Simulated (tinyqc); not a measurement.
Exciton in an atomically thin sheet (Rytova-Keldysh potential): one step. Overlap and kinetic matrices.

Relative motion in the plane with V(k) = -2 pi q/(k (kap + r0 k)), q = e^2/(4 pi eps0), c = hbar^2/2m0. Normalised Gaussians exp(-a_i r^2): with A = a_i + a_j, S_ij = 2 sqrt(a_i a_j)/A, T_ij = (4c/mu)(a_i a_j/A) S_ij, V_ij = -q S_ij times the integral over k from 0 to infinity of exp(-k^2/4A)/(kap + r0 k).

Constants: hbar^2/2m0 = 3.80998211 eV angstrom^2.

Inputs chosen for the exercise (out of a larger set: near those of a WSe2 monolayer; not measured data): al = (0.000243, 0.00109, 0.00492, 0.0221, 0.0995) 1/angstrom^2 (exponents a_i).

mu = 0.2023241 m0

Problem. Form S and T.

Give: S; T.

Solution.

S, lower triangle:
```
         1        2        3        4        5
1  1.00000
2  0.77218  1.00000
3  0.42356  0.77064  1.00000
4  0.20744  0.42329  0.77183  1.00000
5  0.09860  0.20706  0.42378  0.77127  1.00000
```

T (eV), lower triangle:
```
         1        2        3        4        5
1  0.00915
2  0.01156  0.04105
3  0.00739  0.05180  0.18530
4  0.00376  0.03312  0.23395  0.83233
5  0.00180  0.01682  0.14965  1.05056  3.74739
```

Program tinyqc; command `OMP_NUM_THREADS=1 python tinyqc.py 1251239 1251240 out.jsonl`; about 0.01 s on one thread of a shared Intel(R) Xeon(R) Processor @ 2.30GHz.
